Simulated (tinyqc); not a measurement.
Solubility, supersaturation, precipitation and gettering of an impurity in a silicon-like host: one step, computed by the program tinyqc.

The wafer was saturated at T1 and is then held at T.

Question. Solubility, diffusivity, supersaturation. C_eq(T) = N0 exp(S/k_B - H/(k_B T)); D(T) = D0 exp(-Q/(k_B T)); C0 = C_eq(T1). Supersaturation s = C0/C_eq(T); critical radius r* = 2 gamma/(C_p k_B T ln s); barrier W* = (4 pi/3) gamma r*^2. Strain energy is left out.

Inputs (values chosen for the exercise, modelled on gold in silicon):

| quantity | value | unit |
|---|---|---|
| site density N0 | 5e+22 | 1/cm^3 |
| enthalpy of solution H | 2.01 | eV |
| entropy of solution S | 2.5 | k_B |
| diffusion prefactor D0 | 0.00022 | cm^2/s |
| migration energy Q | 1.11 | eV |
| temperature of saturation T1 | 1400 | K |
| anneal temperature T | 962 | K |
| impurity density in the precipitate C_p | 6.1e+22 | 1/cm^3 |
| interface energy gamma | 0.68 | J/m^2 |

Constants: k_B = 8.617333262e-05 eV/K; k_B = 1.380649e-23 J/K.

Give: C0; C_eq(T); D(T); supersaturation s; critical radius r*; W*/(k_B T).

Answer.

C0 = 3.5402e+16 1/cm^3

C_eq(T) = 1.7972e+13 1/cm^3

D(T) = 3.3674e-10 cm^2/s

supersaturation s = 1969.8

critical radius r* = 0.22129 nm

W*/(k_B T) = 10.502

Caution: the barrier to homogeneous nucleation is below 35 k_B T for these inputs, so new precipitates would form and outnumber the fixed sinks assumed here. Caution: a critical radius of atomic size is outside the capillary model.
